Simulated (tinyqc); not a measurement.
Eight-band Kane k.p model with strain: one step. Levels and orbital character. The numbers come from values chosen for the exercise (near those of CdTe).

H(k) (eV):
```
            S+                   X+                   Y+          Z+          S-
S+    1.665341            0.355459i                    0   0.177730i           0
X+  -0.355459i            -0.309155  -0.106426-0.290667i   -0.106005           0
Y+           0  -0.106426+0.290667i            -0.320481   -0.106426           0
Z+  -0.177730i            -0.106005            -0.106426   -0.317649           0
S-           0                    0                    0           0    1.665341
X-           0                    0                    0   -0.290667  -0.355459i
Y-           0                    0                    0  -0.290667i           0
Z-           0             0.290667            0.290667i           0  -0.177730i

                     X-                   Y-          Z-
S+                    0                    0           0
X+                    0                    0    0.290667
Y+                    0                    0  -0.290667i
Z+            -0.290667            0.290667i           0
S-            0.355459i                    0   0.177730i
X-            -0.309155  -0.106426+0.290667i   -0.106005
Y-  -0.106426-0.290667i            -0.320481   -0.106426
Z-            -0.106005            -0.106426   -0.317649
```

Question. Diagonalise H; the levels come in pairs. The weights are summed over spin and averaged over each pair.

Give: levels, each twofold; weights.

Answer.

levels, each twofold (eV): -0.9509  -0.1384  0.0650  1.7423

weights:
```
   pair 1  pair 2  pair 3  pair 4
S   0.010   0.020   0.008   0.963
X   0.348   0.348   0.274   0.030
Y   0.314   0.331   0.354   0.001
Z   0.328   0.302   0.364   0.007
```

The conduction pair has 3.7 % valence character at this k; the valence pair with most S character is pair 2 (2.0 %).

(tinyqc, `OMP_NUM_THREADS=1 python tinyqc.py 1081220 1081221 out.jsonl`, Intel(R) Xeon(R) Processor @ 2.30GHz, 1 thread, shared host, about 0.01 s.)
